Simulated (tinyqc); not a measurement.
# Abrupt p-n junction, non-linear Poisson equation by Newton steps: effects of single changes

One dimension, p side on the left, n side on the right; net doping C = -Na for x < 0 and +Nd for x > 0. The potential psi is counted from the intrinsic level, and the quasi-Fermi potentials are flat: 0 for holes and -V for electrons, so n = ni exp((psi + V)/Vt) and p = ni exp(-psi/Vt) (Boltzmann statistics, full ionisation, no current). Under reverse bias this makes the minority densities vanishingly small everywhere; they play no part in the charge.

Parameters, values chosen for the exercise; band and dielectric values close to those of gallium arsenide: temperature T = 350 K; band gap Eg = 1.42 eV; relative permittivity eps_r = 12.6; conduction-band density of states at T Nc = 5.57e17 cm^-3; valence-band density of states at T Nv = 1.13e19 cm^-3; acceptor density of the p side Na = 5.2e15 cm^-3; donor density of the n side Nd = 1.2e18 cm^-3; bias of the p side against the n side V = -2.6 V.

Constants: q = 1.602176634e-19 C, kB = 1.380649e-23 J/K, Vt = kB T/q, eps0 = 8.8541878128e-14 F/cm where lengths are in cm. Results are converted to the units shown.

Each table varies one quantity; the others keep the values above.

## Capacitance and field against bias

The Poisson equation d/dx(eps0 eps_r dpsi/dx) = -q (p - n + C) is solved on a mesh of more than 1000 nodes that ends in neutral material (psi_p = -Vt ln(Na/ni), psi_n = Vt ln(Nd/ni) - V). C_j = q d/dV of the integral of p over x, from the linearised equation. ni = sqrt(Nc Nv) exp(-Eg/(2 Vt)), Eg in volts. Depletion approximation: Vbi = Vt ln(Na Nd/ni^2), W = sqrt(2 eps0 eps_r (Vbi - V)(1/Na + 1/Nd)/q), xp = W Nd/(Na + Nd), xn = W Na/(Na + Nd), peak field 2 (Vbi - V)/W, capacitance eps0 eps_r/W. The last column applies it to an abrupt Na-Nd junction.

Capacitance and field against bias:
```
V (V)  peak |E| (kV/cm)  C_j (nF/cm^2)  1/C_j^2 (cm^4/uF^2)  eps0 eps_r/C_j (nm)  abrupt depletion C (nF/cm^2)
0                 70.41          20.50                 2380                544.3                         19.54
-0.67             75.22          16.10                 3856                692.8                         15.68
-1.33             79.84          13.74                 5299                812.1                         13.49
-2                84.42          12.16                 6759                917.2                         12.00
-2.67             88.88          11.03                 8215                 1011                         10.92
-3.33             93.18          10.18                 9648                 1096                         10.09
-4                97.44          9.491              1.110e4                 1175                         9.423
-4.67             101.6          8.925              1.255e4                 1250                         8.870
-5.33             105.6          8.457              1.398e4                 1319                         8.411
-6                109.6          8.049              1.543e4                 1386                         8.010
```

With V going from 0 to -6 V, C_j falls from 20.5 to 8.05 nF/cm^2 and the peak field rises from 70.4 to 110 kV/cm. The slope of 1/C_j^2, read as N = 2/(q eps0 eps_r |slope|), gives 5.08e15 cm^-3 between the first two rows and 5.17e15 cm^-3 between the last two, against Na Nd/(Na + Nd) = 5.18e15 cm^-3; the slopes of all rows agree within 2 %, as for uniform doping at both edges. At the end C_j goes as (Vbi - V)^(-0.51) with Vbi = 1.21 V, and it is 0.49 % above the abrupt depletion formula (at the first row 4.9 % above it).

## Effect of the doping Nd

Exact first integral for an abrupt junction with thick neutral sides: psi_p = -Vt ln(Na/ni), psi_n = Vt ln(Nd/ni) - V, psi_j = (Nd psi_n + Na psi_p - Vt (Nd - Na))/(Na + Nd) at the junction, n_j = ni exp((psi_j + V)/Vt), p_j = ni exp(-psi_j/Vt), and E_j^2 = (2 q/(eps0 eps_r)) [Nd (psi_n - psi_j - Vt) + Vt (n_j + p_j)] (minority densities of the neutral sides neglected).

The same in every row: ni (cm^-3) = 1.499e8.

Effect of the doping Nd:
```
Nd (cm^-3)  Vbi (V)  W (nm)  share of W on the n side (%)  peak field, depletion (kV/cm)  peak field, exact (kV/cm)
1.7e14       0.9441    5476                         96.83                          12.95                      12.85
4.6e14       0.9741    3432                         91.87                          20.83                      20.65
1.2e15        1.003    2269                         81.25                          31.76                      31.50
3.2e15        1.033    1598                         61.90                          45.46                      45.08
8.5e15        1.062    1257                         37.96                          58.25                      57.77
2.2e16        1.091    1105                         19.12                          66.77                      66.22
5.9e16        1.121    1041                         8.100                          71.46                      70.88
1.6e17        1.151    1018                         3.148                          73.66                      73.14
```

As Nd rises, Vbi rises from 0.944 to 1.15 V, 69.4 mV a decade (Vt ln 10), and W falls from 5480 to 1020 nm. The exponent d ln W/d ln Nd is -0.47 between the first two rows and -0.02 between the last two: the lighter-doped side sets the width, and Nd passes Na = 5.2e15 cm^-3 within the table. The depletion field is 0.73 % above the exact one in the first row and 0.71 % above it in the last. For Nd = 1.6e17 the doping exceeds a fifth of the band density of states, where Boltzmann statistics begin to fail.

Program tinyqc, `OMP_NUM_THREADS=1 python tinyqc.py 2000126 2000127 out.jsonl`; Intel Xeon 2.30GHz, shared host, one thread, about 0.02 s.
